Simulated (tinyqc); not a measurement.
Worked calculation: microkinetic model of a Langmuir-Hinshelwood surface reaction A + (1/2) B2 = AB with Bronsted-Evans-Polanyi barriers. Computed by tinyqc, a small Python program that keeps every step. Command: `OMP_NUM_THREADS=1 python tinyqc.py 3024844 3024845 out.jsonl microkin walk`. One thread of a shared host (Intel(R) Xeon(R) Processor @ 2.30GHz), about 0.01 s of CPU time with the checks. Intermediate numbers are printed to about 5 digits and carried at full precision; extremes and crossings named in words are read from the listed rows.

A adsorbs in equilibrium; B2 dissociates irreversibly on two free sites; adsorbed A and B react irreversibly and AB leaves at once. theta_A + theta_B + theta_* = 1.

Inputs (values chosen for the exercise, for a model catalyst):

| quantity | value | unit |
|---|---|---|
| adsorption energy of A, E_A | -0.883 | eV |
| adsorption energy per B atom, E_B | -0.764 | eV |
| entropy loss of A, S_A | 1.6 | meV/K |
| entropy loss of B2, S_B | 1.4 | meV/K |
| slope a1 of the dissociation barrier | 0.48 | - |
| intercept b1 | 1.3 | eV |
| slope a2 of the reaction barrier | 0.48 | - |
| intercept b2 | 0.35 | eV |
| pressure p_A | 0.0029 | bar |
| pressure p_B | 0.6 | bar |
| temperature T | 800 | K |
| mixing | 1 | - |

Solver: damped fixed point.

Constants: k_B = 8.617333262e-05 eV/K; hbar = 6.582119569e-16 eV s.

## Constants

K_A = exp(-(E_A + T S_A)/(k_B T)) per bar; barriers E1 = max(b1 + a1 2 E_B, 0), E2 = b2 - a2 (E_A + E_B); k1 = (k_B T/h) exp(-S_B/k_B) exp(-E1/(k_B T)) per bar, k2 = (k_B T/h) exp(-E2/(k_B T)), h = 2 pi hbar.

barrier E1 = 0.56656 eV

barrier E2 = 1.14056 eV

K_A = 0.0031551 1/bar

k1 = 395.42 1/(bar s)

k2 = 1.0882e+06 1/s

## Steady state in closed form

theta_A = K_A p_A theta_*; 2 k1 p_B theta_*^2 = k2 theta_A theta_B, so theta_B = w theta_* with w = 2 k1 p_B/(k2 K_A p_A); theta_* = 1/(1 + K_A p_A + w); rate r = k2 theta_A theta_B.

w = 47.657

theta_* = 0.020552

theta_A = 1.8805e-07

theta_B = 0.97945

rate r = 0.20042 1/s per site

The surface is covered by B, and the reaction step limits. Caution: B is close to or above its equilibrium coverage with B2 gas, so leaving out the desorption of B2 is not justified.

## Iterative solution

Unknown y = theta_B, theta_* = (1 - y)/(1 + K_A p_A). Fixed point y(out) = w theta_*(y), y(new) = y + mixing (y(out) - y), kept within 0 and 1; start y = 0. Stop when the change is below 1e-10, after 80 steps at most.

Course of the iteration:

| step | y in | y new | change |
|---|---|---|---|
| 1 | 0 | 1 | 1 |
| 2 | 1 | 0 | 1 |
| 3 | 0 | 1 | 1 |
| 4 | 1 | 0 | 1 |
| 5 | 0 | 1 | 1 |
| 6 | 1 | 0 | 1 |
| 7 | 0 | 1 | 1 |
| 8 | 1 | 0 | 1 |
| 9 | 0 | 1 | 1 |
| ... | ... | ... | ... |
| 72 | 1 | 0 | 1 |
| 73 | 0 | 1 | 1 |
| 74 | 1 | 0 | 1 |
| 75 | 0 | 1 | 1 |
| 76 | 1 | 0 | 1 |
| 77 | 0 | 1 | 1 |
| 78 | 1 | 0 | 1 |
| 79 | 0 | 1 | 1 |
| 80 | 1 | 0 | 1 |

theta_B at the end = 0

last change = 1

Tail of the series: the residual has stopped falling and repeats with period one or two: the iteration swings between two states

Not converged within 80 steps: the residual has stopped falling and repeats with period one or two: the iteration swings between two states. The map has slope 1 - mixing (1 + w/(1 + K_A p_A)) = -47.7, and convergence needs its size below 1.

Reruns converge with solver = Newton. Reruns still fail with mixing = 0.5; and with mixing = 0.1.
